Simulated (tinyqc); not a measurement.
# Gate sheet resistance from two finger widths

Question. At low frequency R = Rsh Wf/(3 L) + B/Wf, where B collects the channel and vertical terms. Find Rsh, B and the width of lowest R.

Parameters, values chosen for the exercise: channel length L = 1.2 um.

input resistance of single fingers, contacted at one end, of width 0.63 and 4.6 um (ohm): 130.29683  52.951691

Solution. R Wf is a straight line in Wf^2; the minimum of R lies where both terms are equal.

Rsh = 28.00 ohm/square
B = 79.00 ohm um
width of lowest R = 3.187 um

tinyqc, about 0.01 s, one thread, Intel Xeon 2.30GHz (shared host): `OMP_NUM_THREADS=1 python tinyqc.py 2262039 2262040 out.jsonl`
